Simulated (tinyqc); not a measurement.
Worked calculation: empirical pseudopotential in a few plane waves. One step of it, computed by the program tinyqc.

Problem. Bloch Hamiltonian at G. Basis: the 15 shortest G (labels in 2 pi/a), the same at every k. H(G,G') = c |k + G|^2 delta + VS(|G-G'|^2) cos((G-G').tau) + i VA sin((G-G').tau), tau = a/8 (1,1,1); 1 Ry = 13.605693 eV.

Parameters chosen for this model: fcc lattice, atoms at +/- a/8 (1,1,1); form factors in rydberg at |G|^2 in units of (2 pi/a)^2:
```
parameter                 value      unit
a                      5.310000  angstrom
VS(3)                 -0.254000        Ry
VS(8)                  0.007000        Ry
VS(11)                 0.053000        Ry
VA(3)                         0        Ry
VA(4)                         0        Ry
VA(11)                        0        Ry
hbar^2/2m (2 pi/a)^2   5.334499        eV
```

k point G (2 pi / a): [0, 0, 0]

Give: H(k) at G.

Solution.

H(k) at G (eV), order +0+0+0, -1-1-1, -1-1+1, -1+1-1, -1+1+1, +1-1-1, +1-1+1, +1+1-1, +1+1+1, -2+0+0, +0-2+0, +0+0-2, +0+0+2, +0+2+0, +2+0+0:
```
[[0.000, 2.444, -2.444, -2.444, -2.444, -2.444, -2.444, -2.444, 2.444, 0.000, 0.000, 0.000, 0.000, 0.000, 0.000],
 [2.444, 16.003, 0.000, 0.000, -0.095, 0.000, -0.095, -0.095, 0.000, -2.444, -2.444, -2.444, -0.510, -0.510, -0.510],
 [-2.444, 0.000, 16.003, 0.095, 0.000, 0.095, 0.000, 0.000, -0.095, -2.444, -2.444, 0.510, 2.444, -0.510, -0.510],
 [-2.444, 0.000, 0.095, 16.003, 0.000, 0.095, 0.000, 0.000, -0.095, -2.444, 0.510, -2.444, -0.510, 2.444, -0.510],
 [-2.444, -0.095, 0.000, 0.000, 16.003, 0.000, 0.095, 0.095, 0.000, 2.444, -0.510, -0.510, -2.444, -2.444, 0.510],
 [-2.444, 0.000, 0.095, 0.095, 0.000, 16.003, 0.000, 0.000, -0.095, 0.510, -2.444, -2.444, -0.510, -0.510, 2.444],
 [-2.444, -0.095, 0.000, 0.000, 0.095, 0.000, 16.003, 0.095, 0.000, -0.510, 2.444, -0.510, -2.444, 0.510, -2.444],
 [-2.444, -0.095, 0.000, 0.000, 0.095, 0.000, 0.095, 16.003, 0.000, -0.510, -0.510, 2.444, 0.510, -2.444, -2.444],
 [2.444, 0.000, -0.095, -0.095, 0.000, -0.095, 0.000, 0.000, 16.003, -0.510, -0.510, -0.510, -2.444, -2.444, -2.444],
 [0.000, -2.444, -2.444, -2.444, 2.444, 0.510, -0.510, -0.510, -0.510, 21.338, 0.095, 0.095, -0.095, -0.095, 0.000],
 [0.000, -2.444, -2.444, 0.510, -0.510, -2.444, 2.444, -0.510, -0.510, 0.095, 21.338, 0.095, -0.095, 0.000, -0.095],
 [0.000, -2.444, 0.510, -2.444, -0.510, -2.444, -0.510, 2.444, -0.510, 0.095, 0.095, 21.338, 0.000, -0.095, -0.095],
 [0.000, -0.510, 2.444, -0.510, -2.444, -0.510, -2.444, 0.510, -2.444, -0.095, -0.095, 0.000, 21.338, 0.095, 0.095],
 [0.000, -0.510, -0.510, 2.444, -2.444, -0.510, 0.510, -2.444, -2.444, -0.095, 0.000, -0.095, 0.095, 21.338, 0.095],
 [0.000, -0.510, -0.510, -0.510, 0.510, 2.444, -2.444, -2.444, -2.444, 0.000, -0.095, -0.095, 0.095, 0.095, 21.338]]
```
